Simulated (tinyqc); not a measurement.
Inside a calculation. Method: plane-wave Kohn-Sham cycle with exchange-only LDA in a layered model solid. Computed by tinyqc, a small Python program that keeps every step. Settings: points = 16, plane-wave index or count = 2, electrons = 4, k points = 1, area = 28.0, mixing = 0.1, iteration cap = 66, Pulay depth = 5. Command: `OMP_NUM_THREADS=1 python tinyqc.py 20907 20908 out.jsonl` (the two numbers bound the seeds that draw the settings). One thread of a shared host (Intel(R) Xeon(R) Processor @ 2.60GHz), about 0.04 s of CPU time with the checks. Later iterations appear only in the table of the cycle.

## Iteration 1: potential

A solid whose potential varies along x alone (atomic units):

| parameter | value |
|---|---|
| period a | 17.700000 |
| cross-section of the cell | 28.000000 |
| electrons per cell | 4 |
| grid points | 16 |
| plane waves -n..n, n | 2 |
| k points | 1 |
| V1 in V1 cos(2 pi x/a) | -0.280000 |
| V2 in V2 cos(4 pi x/a) | -0.080000 |

density at the start, on the grid x_j = j a/N (e/bohr^3): 0.00807103  0.00807103  0.00807103  0.00807103  0.00807103  0.00807103  0.00807103  0.00807103  0.00807103  0.00807103  0.00807103  0.00807103  0.00807103  0.00807103  0.00807103  0.00807103

V_H(G) = 4 pi rho(G)/G^2 for G != 0 (uniform background); v_x = -(3 rho/pi)^(1/3); V = V_ext + V_H + v_x; Fourier components f(G_m) = (1/N) sum_j f(x_j) exp(-i G_m x_j).

Potentials on the grid (hartree):

| x | V_ext | V_H | v_x | V |
|---|---|---|---|---|
| 0.000000 | -0.360000 | 0.000000 | -0.197530 | -0.557530 |
| 1.106250 | -0.315255 | 0.000000 | -0.197530 | -0.512785 |
| 2.212500 | -0.197990 | 0.000000 | -0.197530 | -0.395520 |
| 3.318750 | -0.050583 | 0.000000 | -0.197530 | -0.248113 |
| 4.425000 | 0.080000 | 0.000000 | -0.197530 | -0.117530 |
| 5.531250 | 0.163720 | 0.000000 | -0.197530 | -0.033810 |
| 6.637500 | 0.197990 | 0.000000 | -0.197530 | 0.000460 |
| 7.743750 | 0.202118 | 0.000000 | -0.197530 | 0.004588 |
| 8.850000 | 0.200000 | 0.000000 | -0.197530 | 0.002470 |
| 9.956250 | 0.202118 | 0.000000 | -0.197530 | 0.004588 |
| 11.062500 | 0.197990 | 0.000000 | -0.197530 | 0.000460 |
| 12.168750 | 0.163720 | 0.000000 | -0.197530 | -0.033810 |
| 13.275000 | 0.080000 | 0.000000 | -0.197530 | -0.117530 |
| 14.381250 | -0.050583 | 0.000000 | -0.197530 | -0.248113 |
| 15.487500 | -0.197990 | 0.000000 | -0.197530 | -0.395520 |
| 16.593750 | -0.315255 | 0.000000 | -0.197530 | -0.512785 |

V(G_m), m = 0, 1, 2, ... (hartree): -0.197530  -0.140000  -0.040000  0.000000  0.000000

## Iteration 1: Hamiltonian at one k

k = 0.000000 2 pi / a

H(m,m') = (k + G_m)^2/2 delta + V(G_m - G_m'), with V(-G) = V(G).

H (hartree), lower triangle:
```
           -2         -1         +0         +1        +2
-2   0.054495
-1  -0.140000  -0.134524
+0  -0.040000  -0.140000  -0.197530
+1   0.000000  -0.040000  -0.140000  -0.134524
+2   0.000000   0.000000  -0.040000  -0.140000  0.054495
```

## Iteration 1: levels at that k

Diagonalise the Hermitian matrix.

eigenvalues (hartree): -0.424430  -0.178607  -0.019348  0.126219  0.138578

## Iteration 1: new density

Motion across x is left out: the lowest 2 band(s) hold two electrons at each of the k points (j + 1/2)/nk - 1/2. Residual R = rho(out) - rho(in); rho(new) = rho(in) + 0.1 R. rho(out) = 2/(a A nk) sum |psi|^2 with psi = sum c exp(i G x). Harris energy E = band energy - dV sum rho (V_H/2 + v_x) + (3/4) dV sum rho v_x with rho(in), dV = a A/N, band energy = (2/nk) sum of the filled levels.

rho(out) (e/bohr^3): 0.01676884  0.01765411  0.01757971  0.01312947  0.00623375  0.00147934  0.00006857  0.00002119  0.00003533  0.00002119  0.00006857  0.00147934  0.00623375  0.01312947  0.01757971  0.01765411

density after iteration 1 (e/bohr^3): 0.00894081  0.00902933  0.00902189  0.00857687  0.00788730  0.00741186  0.00727078  0.00726604  0.00726746  0.00726604  0.00727078  0.00741186  0.00788730  0.00857687  0.00902189  0.00902933

energy per cell = -1.00854459 hartree

## Iteration 2: potential

As before.

Potentials on the grid (hartree):

| x | V_ext | V_H | v_x | V |
|---|---|---|---|---|
| 0.000000 | -0.360000 | 0.103467 | -0.204385 | -0.460918 |
| 1.106250 | -0.315255 | 0.096643 | -0.205058 | -0.423670 |
| 2.212500 | -0.197990 | 0.075198 | -0.205001 | -0.327793 |
| 3.318750 | -0.050583 | 0.039736 | -0.201573 | -0.212421 |
| 4.425000 | 0.080000 | -0.003172 | -0.196020 | -0.119192 |
| 5.531250 | 0.163720 | -0.043558 | -0.191999 | -0.071838 |
| 6.637500 | 0.197990 | -0.074259 | -0.190773 | -0.067043 |
| 7.743750 | 0.202118 | -0.092820 | -0.190732 | -0.081434 |
| 8.850000 | 0.200000 | -0.099000 | -0.190744 | -0.089744 |
| 9.956250 | 0.202118 | -0.092820 | -0.190732 | -0.081434 |
| 11.062500 | 0.197990 | -0.074259 | -0.190773 | -0.067043 |
| 12.168750 | 0.163720 | -0.043558 | -0.191999 | -0.071838 |
| 13.275000 | 0.080000 | -0.003172 | -0.196020 | -0.119192 |
| 14.381250 | -0.050583 | 0.039736 | -0.201573 | -0.212421 |
| 15.487500 | -0.197990 | 0.075198 | -0.205001 | -0.327793 |
| 16.593750 | -0.315255 | 0.096643 | -0.205058 | -0.423670 |

V(G_m), m = 0, 1, 2, ... (hartree): -0.197340  -0.092494  -0.039038  -0.000287  0.000039

## Iteration 2: Hamiltonian at one k

k = 0.000000 2 pi / a

As before.

H (hartree), lower triangle:
```
           -2         -1         +0         +1        +2
-2   0.054685
-1  -0.092494  -0.134334
+0  -0.039038  -0.092494  -0.197340
+1  -0.000287  -0.039038  -0.092494  -0.134334
+2   0.000039  -0.000287  -0.039038  -0.092494  0.054685
```

## Iteration 2: levels at that k

As before.

eigenvalues (hartree): -0.343730  -0.139164  -0.060265  0.088008  0.098514

## Iteration 2: new density

B (overlaps of the stored error matrices):
```
               1              2
1  9.0723132e-04  7.6199526e-04
2  7.6199526e-04  6.4242369e-04
```

Motion across x is left out: the lowest 2 band(s) hold two electrons at each of the k points (j + 1/2)/nk - 1/2. Residual R = rho(out) - rho(in); rho(new) = rho(in) + 0.1 R; Pulay mixing then takes sum c_i of the stored mixed densities, with c from B_ij = sum R_i R_j as in DIIS. rho(out) = 2/(a A nk) sum |psi|^2 with psi = sum c exp(i G x). Harris energy E = band energy - dV sum rho (V_H/2 + v_x) + (3/4) dV sum rho v_x with rho(in), dV = a A/N, band energy = (2/nk) sum of the filled levels.

rho(out) (e/bohr^3): 0.01620834  0.01687327  0.01676087  0.01307985  0.00704306  0.00229671  0.00035454  0.00003427  0.00004292  0.00003427  0.00035454  0.00229671  0.00704306  0.01307985  0.01676087  0.01687327

DIIS coefficients: -4.659029  5.659029

density after iteration 2 (e/bohr^3): 0.01305353  0.01346824  0.01340140  0.01112512  0.00740954  0.00451718  0.00335686  0.00317356  0.00317907  0.00317356  0.00335686  0.00451718  0.00740954  0.01112512  0.01340140  0.01346824

energy per cell = -0.78127298 hartree

## Convergence

Stop when sqrt(dV sum R^2) is below 1e-8, dV = a A/N.

Course of the cycle:

| iteration | E (hartree) | norm of the residual |
|---|---|---|
| 1 | -1.00854459 | 1.68e-01 |
| 2 | -0.78127298 | 1.41e-01 |
| 3 | -1.38481028 | 2.61e-01 |
| 4 | -0.69010711 | 1.09e-01 |
| 5 | -0.70083834 | 1.10e-01 |
| 6 | -0.71502915 | 1.11e-01 |
| 7 | -0.67165159 | 1.06e-01 |
| 8 | -13.50454405 | 9.05e-01 |
| 9 | -1.00492008 | 2.16e-01 |
| 10 | -0.90625939 | 1.94e-01 |
| 11 | -1.45940907 | 2.70e-01 |
| ... | ... | ... |
| 56 | -0.65284012 | 9.98e-02 |
| 57 | -0.64614473 | 9.37e-02 |
| 58 | -0.61614412 | 5.65e-02 |
| 59 | -3.29266143 | 6.09e-01 |
| 60 | -1.14543454 | 3.55e-01 |
| 61 | -0.74928731 | 2.18e-01 |
| 62 | -0.59605660 | 4.15e-02 |
| 63 | -0.59273510 | 1.06e-01 |
| 64 | -0.59171093 | 1.05e-01 |
| 65 | -0.60430210 | 1.13e-01 |
| 66 | -0.60716366 | 1.15e-01 |

Not converged within 66 iterations: the residual wanders without falling. At the k point shown the highest filled and lowest empty bands lie only 0.0108 hartree apart, so integer filling is fragile. Reruns (cap 100 unless said): mixing 0.5, Kerker q0 1.0: not converged; mixing 0.3, Pulay depth 5: not converged; the original settings with a cap of 400: not converged.
